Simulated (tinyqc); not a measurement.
Resonant-tunnelling diode, transfer matrices and Tsu-Esaki current: one step of the calculation.

Emitter (band edge 0), barrier d1, well Lw, barrier d2, collector (edge -V). The bias drops linearly over these layers and none in the contacts; each layer is cut into ns equal slices, flat at the value of their centres. E is the energy of motion across the layers, C = hbar^2/(2 m0), psi and psi'/m are continuous. Transport is coherent, T(E) is taken as independent of the transverse momentum, and charge in the well is ignored.

Task. Current from the resonance alone. J = J0 times the integral over E > 0 of T(E) N(E), N = ln[(1 + exp((Ef - E)/Vt))/(1 + exp((Ef - V - E)/Vt))], J0 = q^2 mw m0 kB T/(2 pi^2 hbar^3) (times 1e-4 for A/cm^2 per eV). For a sharp resonance J = J0 (pi G/2) Tp N(Er), with Er the peak energy, Tp the peak transmission and G the full width at half maximum (in eV). The three values given are estimates from a parabola through three points of 1/T(E).

Inputs (values chosen for the exercise); masses and offsets close to those of InGaAs wells and AlAs barriers:
```
symbol  value  unit                                               meaning
T         300     K                                           temperature
mw       0.04    m0                 mass in the well, spacer and contacts
Ef       0.26    eV  Fermi energy of both contacts above their band edges
V        0.24     V                                 bias of the collector
```

Constants: q = 1.602176634e-19 C, kB = 1.380649e-23 J/K, hbar = 1.054571817e-34 J s, m0 = 9.1093837015e-31 kg, Vt = kB T/q. Results are converted to the units shown.

Er = 0.18596491 eV
Tp = 0.90385278
G = 12.163526 meV

Find: J0; N(Er); J.

Result.

J0 = 1.673e7 A/(cm^2 eV)
N(Er) = 2.918
J = 843.2 kA/cm^2

The full integral over T(E) gives 798.7 kA/cm^2; the value above is 5.6 % above it.

Program tinyqc, `OMP_NUM_THREADS=1 python tinyqc.py 2600142 2600143 out.jsonl`; Intel Xeon 2.30GHz, shared host, one thread, about 0.1 s.
